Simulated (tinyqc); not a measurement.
Inside a calculation. Method: coherent transport through a tight-binding region between two chains. Computed by tinyqc, a small Python program that keeps every step. Settings: temperature = 77, mu = -0.3. Command: `OMP_NUM_THREADS=1 python tinyqc.py 21091 21092 out.jsonl` (the two numbers bound the seeds that draw the settings). One thread of a shared host (Intel(R) Xeon(R) Processor @ 2.60GHz), about 0.1 s of CPU time with the checks.

## Transmission at E = 0.62 eV

H of the central region (eV):
```
[[0.250000, -1.080000, 0.000000, 0.000000, 0.000000],
 [-1.080000, -0.920000, -1.080000, 0.000000, 0.000000],
 [0.000000, -1.080000, -0.610000, -1.080000, 0.000000],
 [0.000000, 0.000000, -1.080000, -0.970000, -1.080000],
 [0.000000, 0.000000, 0.000000, -1.080000, -0.920000]]
```

Leads: semi-infinite chains with site energy 0:
```
parameter                           value
lead hopping t (eV)              1.800000
coupling to the left lead (eV)   1.460000
coupling to the right lead (eV)  0.540000
left contact site                       1
right contact site                      5
```

E = 0.620000 eV

Surface Green function g = (E - i sqrt(4 t^2 - E^2)) / (2 t^2); self-energy tc^2 g on each contact site; G = (E - H - Sigma)^(-1); Gamma = -2 Im Sigma; T = Gamma_L Gamma_R |G_LR|^2; local density of states -Im G_ii / pi.

g = 0.095679-0.547255i 1/eV

G (1/eV):
```
[[0.010207-0.796119i, 0.064454+0.111379i, -0.102114+0.637301i, 0.051842-0.837194i, 0.025790+0.595234i],
 [0.064454+0.111379i, 0.110392-0.086742i, 0.704061+0.012309i, -0.912239+0.072723i, 0.638958-0.119374i],
 [-0.102114+0.637301i, 0.704061+0.012309i, -0.901825-0.654853i, 1.248943+0.733496i, -0.936897-0.425016i],
 [0.051842-0.837194i, -0.912239+0.072723i, 1.248943+0.733496i, -0.510169-0.908094i, 0.428064+0.603420i],
 [0.025790+0.595234i, 0.638958-0.119374i, -0.936897-0.425016i, 0.428064+0.603420i, 0.306692-0.463352i]]
```

local density of states (1/eV): [0.253413, 0.027611, 0.208446, 0.289055, 0.147490]

transmission = 0.264315

## Transmission across the band

The same steps on a grid of energies.

T(E):
```
E (eV)              T
-3.42000000  0.000087
-3.07800000  0.002328
-2.73600000  0.341090
-2.39400000  0.141957
-2.05200000  0.320561
-1.71000000  0.514777
-1.36800000  0.209882
-1.02600000  0.206153
-0.68400000  0.436495
-0.34200000  0.774108
0.00000000   0.314398
0.34200000   0.205683
0.68400000   0.304956
1.02600000   0.216026
1.36800000   0.016750
1.71000000   0.002272
2.05200000   0.000418
2.39400000   0.000090
2.73600000   0.000021
3.07800000   4.59e-06
3.42000000   6.38e-07
```

levels of the isolated region (eV): [-2.649448, -1.807293, -0.507000, 0.544863, 1.248877]

## Current

I = (2e/h) int T(E) [f(E - mu - V/2) - f(E - mu + V/2)] dE at 77 K with mu = -0.3 eV, the bias not changing H; 2e^2/h = 77.48092 microsiemens; the integral runs over the band on 4001 points.

Current:
```
V (volt)  I (microampere)
0.010000         0.553841
0.050000         2.766627
0.100000         5.516968
0.200000        10.899126
0.400000        20.679928
0.800000        34.497544
```
